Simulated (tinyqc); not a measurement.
UHF in the sto-6g basis, for H3, spin multiplicity 2, step by step. One step of it, computed by the program tinyqc.

Task: Iteration 2: building the Fock matrix. J_ij = sum D_kl (ij|kl) with D = D(alpha) + D(beta), K_ij = sum D_kl (ik|jl) for each spin; F = H + J - K(s); E = tr D H + tr D J / 2 - 0.5 sum_s tr D(s) K(s) + E_nn.

D(alpha) after iteration 1, order 1H 1s, 2H 1s, 3H 1s:
$$\begin{pmatrix}
0.395136 & 0.251928 & 0.081420 \\
0.251928 & 0.599703 & -0.545018 \\
0.081420 & -0.545018 & 0.828300
\end{pmatrix}$$

D(beta) after iteration 1, order 1H 1s, 2H 1s, 3H 1s:
$$\begin{pmatrix}
0.181348 & 0.316050 & -0.076480 \\
0.316050 & 0.550808 & -0.133289 \\
-0.076480 & -0.133289 & 0.032254
\end{pmatrix}$$

core Hamiltonian H = T + V (hartree), order 1H 1s, 2H 1s, 3H 1s:
$$\begin{pmatrix}
-1.682067 & -1.134242 & -1.134242 \\
-1.134242 & -1.398892 & -0.423460 \\
-1.134242 & -0.423460 & -1.398892
\end{pmatrix}$$

Two-electron integrals (ij|kl) in chemists' order, unique and non-zero (hartree):
```
(11|11) 0.774999   (21|11) 0.400432   (21|21) 0.247965   (22|11) 0.540687
(22|21) 0.400432   (22|22) 0.774999   (31|11) 0.400432   (31|21) 0.193288
(31|22) 0.250326   (31|31) 0.247965   (32|11) 0.131056   (32|21) 0.072877
(32|22) 0.107991   (32|31) 0.072877   (32|32) 0.024209   (33|11) 0.540687
(33|21) 0.250326   (33|22) 0.319057   (33|31) 0.400432   (33|32) 0.107991
(33|33) 0.774999
```

nuclear repulsion = 1.61531505 hartree

Give: Coulomb J; exchange K(alpha); exchange K(beta); F(alpha); F(beta); total energy of this density.

Result:

Coulomb J (hartree), order 1H 1s, 2H 1s, 3H 1s:
$$\begin{pmatrix}
1.8152 & 1.0917 & 0.9866 \\
1.0917 & 1.7888 & 0.3434 \\
0.9866 & 0.3434 & 1.4875
\end{pmatrix}$$

exchange K(alpha) (hartree), order 1H 1s, 2H 1s, 3H 1s:
$$\begin{pmatrix}
0.7166 & 0.5077 & 0.5034 \\
0.5077 & 0.6787 & 0.1512 \\
0.5034 & 0.1512 & 0.7386
\end{pmatrix}$$

exchange K(beta) (hartree), order 1H 1s, 2H 1s, 3H 1s:
$$\begin{pmatrix}
0.4255 & 0.4769 & 0.1248 \\
0.4769 & 0.6858 & 0.1297 \\
0.1248 & 0.1297 & 0.0393
\end{pmatrix}$$

F(alpha) (hartree), order 1H 1s, 2H 1s, 3H 1s:
$$\begin{pmatrix}
-0.5835 & -0.5502 & -0.6510 \\
-0.5502 & -0.2889 & -0.2313 \\
-0.6510 & -0.2313 & -0.6500
\end{pmatrix}$$

F(beta) (hartree), order 1H 1s, 2H 1s, 3H 1s:
$$\begin{pmatrix}
-0.2924 & -0.5195 & -0.2724 \\
-0.5195 & -0.2959 & -0.2098 \\
-0.2724 & -0.2098 & 0.0493
\end{pmatrix}$$

total energy of this density = -1.398003 hartree
